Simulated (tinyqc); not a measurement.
What each parameter does: sp3s* tight binding.

sp3s* tight binding, nearest neighbours only: anion (a) at 0, cation (c) at a/4 (1,1,1), orbitals s, px, py, pz, s* on each; k in units of 2 pi/a. With phases e_j = exp(i (pi/2) k.n_j) for n = (1,1,1), (1,-1,-1), (-1,1,-1), (-1,-1,1): g0 = (e1+e2+e3+e4)/4, g1 = (e1+e2-e3-e4)/4, g2 = (e1-e2+e3-e4)/4, g3 = (e1-e2-e3+e4)/4. The diagonal holds the levels Esa, Epa, Exa (s*) and Esc, Epc, Exc. Anion-cation block: <sa|sc> = Vss g0; <sa|xc> = Vsapc g1; <xa|sc> = -Vscpa g1; <xa|xc> = Vxx g0; <xa|yc> = <ya|xc> = Vxy g3, <xa|zc> = <za|xc> = Vxy g2, <ya|zc> = <za|yc> = Vxy g1; <s*a|xc> = Vxapc g1; <xa|s*c> = -Vpaxc g1; y and z take g2 and g3 in place of g1; s-s* and s*-s* vanish.

Parameters, chosen for this exercise (near a published set for InAs, fitted to gaps, whose masses and valley positions are rough; the results hold for these values, not for the real material):
- Esa = -9.55 eV (s level of the anion)
- Epa = 0.902 eV (p level of the anion)
- Esc = -2.719 eV (s level of the cation)
- Epc = 3.757 eV (p level of the cation)
- Exa = 7.433 eV (s* level of the anion)
- Exc = 6.748 eV (s* level of the cation)
- Vss = -5.658 eV (s-s)
- Vxx = 1.86 eV (px-px)
- Vxy = 4.466 eV (px-py)
- Vsapc = 2.995 eV (s anion, p cation)
- Vscpa = 5.416 eV (s cation, p anion)
- Vxapc = 3.351 eV (s* anion, p cation)
- Vpaxc = 3.884 eV (p anion, s* cation)

Gaps from the top of the valence band at Gamma; Delta is the minimum on (x,0,0), 0.5 <= x <= 1.

One parameter was then changed.

Results before and after:

| case | Ev (eV) | gap Gamma (eV) | gap Delta (eV) | gap L (eV) |
|---|---|---|---|---|
| base | -0.0151 | 0.4896 | 2.3328 | 1.4017 |
| changed | -0.0151 | 0.4896 | 2.3328 | 1.4810 |

Which of these changes was made? (a) Vxx = 2.16 eV; (b) Vxy = 4.266 eV; (c) Vscpa = 5.616 eV; (d) Vpaxc = 3.684 eV; (e) Vxapc = 3.051 eV; (f) Exc = 6.548 eV.

Answer: (b) Vxy = 4.266 eV. Of the candidates, run in turn, only this one gives the changed row.

All candidates:

| case | Ev (eV) | gap Gamma (eV) | gap Delta (eV) | gap L (eV) |
|---|---|---|---|---|
| base | -0.0151 | 0.4896 | 2.3328 | 1.4017 |
| Vxy = 4.266 eV | -0.0151 | 0.4896 | 2.3328 | 1.4810 |
| Vxapc = 3.051 eV | -0.0151 | 0.4896 | 2.4925 | 1.4710 |
| Vxx = 2.16 eV | -0.2596 | 0.7341 | 2.5772 | 1.7055 |
| Vpaxc = 3.684 eV | -0.0151 | 0.4896 | 2.3328 | 1.4292 |
| Vscpa = 5.616 eV | -0.0151 | 0.4896 | 2.3328 | 1.4762 |
| Exc = 6.548 eV | -0.0151 | 0.4896 | 2.3328 | 1.3911 |

Vxy, Vxapc, Vpaxc, Vscpa and Exc cannot move Ev or the gap at Gamma, whose blocks do not hold them; s parameters never move Ev, and move the gap only where the lowest empty level at Gamma is s-like.

Program tinyqc; command `OMP_NUM_THREADS=1 python tinyqc.py 1450643 1450644 out.jsonl`; about 0.06 s on one thread of a shared Intel(R) Xeon(R) Processor @ 2.30GHz.
